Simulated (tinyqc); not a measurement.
Implanted layer, carriers, mobility and sheet resistance: two steps of the calculation.

An n-type layer from the surface x = 0 to the junction xj, N(x) = N0 exp(-(x - Rp)^2/(2 sg^2)). Local neutrality (no depletion at surface or junction, no spilling of carriers), intrinsic carriers neglected, full ionisation of active dopants.

Inputs (values chosen for the exercise); values close to those of phosphorus in silicon over a p-type background:
```
symbol,value,unit,meaning
T,300,K,temperature
Nb,1e15,cm^-3,background doping of the opposite type
N0,1.2e20,cm^-3,peak chemical concentration
m1,69.3,cm^2/(V s),mobility limit at high doping
m2,1410,cm^2/(V s),"mobility limit at low doping, at 300 K"
Nr,9.32e16,cm^-3,reference doping of the mobility law
am,0.692,,exponent of the mobility law
bt,2.4,,temperature exponent of m2
Ns,4.06e20,cm^-3,solubility limit of active dopant
sg,20,nm,straggle after annealing
Rp,24,nm,projected range
```

Constants: q = 1.602176634e-19 C. Results are converted to the units shown.

Task 1. Junction depth and local values. xj = Rp + sg sqrt(2 ln(N0/Nb)); 13 equal steps from 0 to xj. Active dopant A = min(N, Ns); n = A - Nb; mobility mu = m1 + (m2 (T/300 K)^(-bt) - m1)/(1 + ((A + Nb)/Nr)^am).

Wanted: xj; x; N; A; n; mu.

Result 1.

xj = 120.73 nm

```
point  x (nm)  N (cm^-3)  A (cm^-3)  n (1e20 cm^-3)  mu (cm^2/(V s))
0        0.00  5.8410e19  5.8410e19          0.5841           84.672
1        9.29  9.1551e19  9.1551e19          0.9155           80.598
2       18.57  1.1566e20  1.1566e20          1.1566           78.923
3       27.86  1.1779e20  1.1779e20          1.1778           78.803
4       37.15  9.6683e19  9.6683e19          0.9668           80.183
5       46.43  6.3970e19  6.3970e19          0.6397           83.745
6       55.72  3.4116e19  3.4116e19          0.3411           91.487
7       65.01  1.4666e19  1.4666e19          0.1466           108.58
8       74.29  5.0818e18  5.0818e18          0.0508           148.56
9       83.58  1.4193e18  1.4193e18          0.0142           246.03
10      92.87  3.1954e17  3.1954e17          0.0032           469.40
11     102.15  5.7985e16  5.7985e16          0.0006           844.88
12     111.44  8.4816e15  8.4816e15          0.0001           1181.3
13     120.73  1.0000e15  1.0000e15          0.0000           1322.2
```

The mobility runs from 78.8 to 1320 cm^2/(V s).

Task 2. Sheet quantities by the trapezoid rule. Dose = integral of N, carrier sheet density = integral of n, 1/Rs = q integral of n mu, mean mobility 1/(q Rs sheet density), Hall mobility (unit Hall factor) = integral of n mu^2 over integral of n mu, Hall sheet density = (integral of n mu)^2/integral of n mu^2; all from 0 to xj.

```
point     x (nm)     N (cm^-3)  n (1e20 cm^-3)  mu (cm^2/(V s))
0        0.00000  5.8410271e19       0.5840927        84.672459
1        9.28673  9.1550544e19       0.9154954        80.598462
2       18.57345  1.1566319e20       1.1566219        78.922887
3       27.86018  1.1778554e20       1.1778454        78.803417
4       37.14690  9.6683269e19       0.9668227        80.183319
5       46.43363  6.3969539e19       0.6396854        83.745235
6       55.72036  3.4115965e19       0.3411496        91.487308
7       65.00708  1.4665762e19       0.1466476        108.57811
8       74.29381  5.0817602e18       0.0508076        148.56471
9       83.58054  1.4193393e18       0.0141834        246.03423
10      92.86726  3.1953679e17       0.0031854        469.40307
11     102.15399  5.7985316e16       0.0005699        844.87631
12     111.44071  8.4815991e15       0.0000748        1181.2979
13     120.72744          1e15       0.0000000        1322.2191
```

Give: dose; carrier sheet density; Rs; mean mobility; Hall mobility; Hall sheet density.

Result 2.

dose = 5.298e14 cm^-2
carrier sheet density = 5.298e14 cm^-2
Rs = 141.8 ohm/square
mean mobility = 83.07 cm^2/(V s)
Hall mobility = 86.59 cm^2/(V s)
Hall sheet density = 5.083e14 cm^-2

Carriers make up 100 % of the dose. A Hall measurement weights the mobile tail, so its sheet density is 4.1 % below the true one.

Computed by the program tinyqc: `OMP_NUM_THREADS=1 python tinyqc.py 2110159 2110160 out.jsonl`, one thread of a shared Intel Xeon 2.30GHz, about 0.01 s for the whole run.
